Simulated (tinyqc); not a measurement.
# Changing the interface energy gamma

Model: classical nucleation, growth and JMAK kinetics of crystallisation from a melt or glass. Computed by tinyqc, a small Python program. Command: `OMP_NUM_THREADS=1 python tinyqc.py 3010514 3010515 out.jsonl nucl sweep`. One thread of a shared host (Intel(R) Xeon(R) Processor @ 2.30GHz), about 0.02 s of CPU time with the checks.

A spherical nucleus cap on a flat wall with a sharp interface of isotropic energy gamma; lambda = Omega^(1/3) is the jump distance.

Inputs (values chosen for the exercise, for a model substance): melting point T_m = 720 K; heat of melting per volume H = 1370 J/cm^3; atomic volume Omega = 16.8 angstrom^3; temperature T = 554 K; diffusion prefactor D0 = 1.1e-07 m^2/s; activation energy Q = 0.672 eV; contact angle theta = 85 degrees; wall area per volume S_v = 15000 1/m.

Nucleation: on a flat wall. Driving force: Thompson-Spaepen.

Constants: e = 1.602176634e-19 C; k_B = 1.380649e-23 J/K; k_B = 8.617333262e-05 eV/K.

Method:
- Driving force per volume: dG = H [(T_m - T)/T_m] [2 T/(T_m + T)].
- Shape factor f = (2 + cos theta)(1 - cos theta)^2/4.
- W(r) = f [4 pi r^2 gamma - (4/3) pi r^3 dG]; r* = 2 gamma/dG; W* = f 16 pi gamma^3/(3 dG^2); n* = f (4/3) pi r*^3/Omega.
- D = D0 exp(-Q/(k_B T)); attachment rate k+ = (A*/lambda^2) D/lambda^2 with A* = 2 pi r*^2 (1 - cos theta); Zeldovich factor Z = sqrt(W*/(3 pi k_B T))/n*; sites per volume N = S_v/lambda^2; I = N Z k+ exp(-W*/(k_B T)); lag time = 1/(4 pi Z^2 k+).
- Growth (Wilson-Frenkel): u = (D/lambda) [1 - exp(-dG Omega/(k_B T))].
- JMAK with steady nucleation and growth, nuclei spread at random: extended fraction X_e = (pi/3) I u^3 t^4, X = 1 - exp(-X_e); t_X = [-3 ln(1 - X)/(pi I u^3)]^(1/4); final grains per volume = Gamma(5/4) (3/pi)^(1/4) (I/u)^(3/4), Gamma(5/4) = 0.9064024771.
- The nose is the T between 0.3 and 0.97 T_m where I u^3 is largest; the time is for X = 1e-6, and the critical cooling rate is estimated as (T_m - T_nose)/t_nose.

One run for each value; columns: (1) interface energy gamma (J/m^2); (2) barrier W* (eV); (3) nucleation rate I (1/(m^3 s)); (4) nose temperature (K); (5) critical cooling rate (K/s):
```
(1)      (2)        (3)    (4)        (5)
0.111  0.824  1.272e+22  531.9  3.164e+06
0.124  1.149  1.493e+19  516.3  8.796e+05
0.138  1.584  1.749e+15  500.9  1.778e+05
0.151  2.075  6.245e+10  487.8  3.220e+04
0.165  2.707  1.158e+05  475.2  3.917e+03
0.178  3.398  6.160e-02  464.6  4.221e+02
0.192  4.265  8.375e-10  454.6  2.781e+01
0.205  5.191  3.243e-18  446.4  1.609e+00
```

What does the table show, and why?

Over the rows, barrier W* (eV) rises from 0.824 to 5.19 (exponent d ln y / d ln x about 3.0 throughout); nucleation rate I (1/(m^3 s)) falls from 1.27e22 to 3.24e-18 (exponent d ln y / d ln x -61 between the first rows and -300 between the last); nose temperature (K) falls from 532 to 446 (exponent d ln y / d ln x between -0.30 and -0.27). The exponent of barrier W* stays at 3: W* goes as gamma^3. Across a change of gamma by a factor 1.85 the rate falls by 39.6 decades, because W* enters the exponent as gamma^3; this is why measured rates fix gamma well and computed gamma fixes rates badly.

Extremes, crossings and ranges named in words are read from the listed rows.
